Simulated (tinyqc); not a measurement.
Binary melting diagram from solution models of liquid and solid. Inputs raised by 5 %, one at a time. Computed by tinyqc, a small Python program. Command: `OMP_NUM_THREADS=1 python tinyqc.py 3012568 3012569 out.jsonl melt sens`. One thread of a shared host (Intel(R) Xeon(R) Processor @ 2.30GHz), about 0.01 s of CPU time with the checks.

x is the fraction of B. In a phase with interaction L: mu_A = G_A + R T ln(1 - x) + L x^2, mu_B = G_B + R T ln x + L (1 - x)^2. Melting: G(liquid) - G(solid) = H (1 - T/T_m) for each pure component.

Inputs (values chosen for the exercise, for a model alloy):

| quantity | value | unit |
|---|---|---|
| melting point T_A | 1780 | K |
| melting point T_B | 1155 | K |
| heat of melting H_A | 15.8 | kJ/mol |
| heat of melting H_B | 12 | kJ/mol |
| liquid interaction L_L | -16 | kJ/mol |
| overall fraction x0 | 0.18 | - |

Diagram: eutectic with pure solids.

Constants: R = 8.314462618 J/(mol K).

Method:
- Liquid against pure solid A: T = (H_A + L_L x^2)/(H_A/T_A - R ln(1 - x)); against pure solid B: T = (H_B + L_L (1 - x)^2)/(H_B/T_B - R ln x).
- Halve the interval 0.001 to 0.999 for the crossing, 44 times.
- Primary solid forms at the higher branch; just above T_E its mole fraction is (x_E - x0)/x_E for A or (x0 - x_E)/(1 - x_E) for B, and the rest freezes as eutectic, with B making up x_E of it.

Runs:

| input moved | from | to | eutectic composition x_E | eutectic temperature T_E (K) | liquidus temperature (K) |
|---|---|---|---|---|---|
| base run | - | - | 0.5894 | 629.2 | 1452 |
| melting point T_A (K) | 1780 | 1869 | 0.5942 | 636.3 | 1512 |
| melting point T_B (K) | 1155 | 1212.75 | 0.5832 | 641.3 | 1452 |
| heat of melting H_A (kJ/mol) | 15.8 | 16.59 | 0.5984 | 642.5 | 1465 |
| heat of melting H_B (kJ/mol) | 12 | 12.6 | 0.5842 | 639.4 | 1452 |
| liquid interaction L_L (kJ/mol) | -16 | -16.8 | 0.5871 | 616.6 | 1449 |

Exponents ln(y'/y) / ln(x'/x):

| input | eutectic composition x_E | eutectic temperature T_E | liquidus temperature |
|---|---|---|---|
| melting point T_A | 0.166 | 0.231 | 0.840 |
| melting point T_B | -0.217 | 0.390 | 0.000 |
| heat of melting H_A | 0.309 | 0.429 | 0.187 |
| heat of melting H_B | -0.183 | 0.330 | 0.000 |
| liquid interaction L_L | -0.079 | -0.414 | -0.035 |

Among the inputs moved here: eutectic composition x_E answers most in size to heat of melting H_A (exponent +0.309), next to melting point T_B (-0.217). Eutectic temperature T_E answers most in size to heat of melting H_A (exponent +0.429), next to liquid interaction L_L (-0.414). Liquidus temperature answers most in size to melting point T_A (exponent +0.840), next to heat of melting H_A (+0.187); its exponent is below 0.0005 for melting point T_B, heat of melting H_B.

Extremes, crossings and ranges named in words are read from the listed rows.
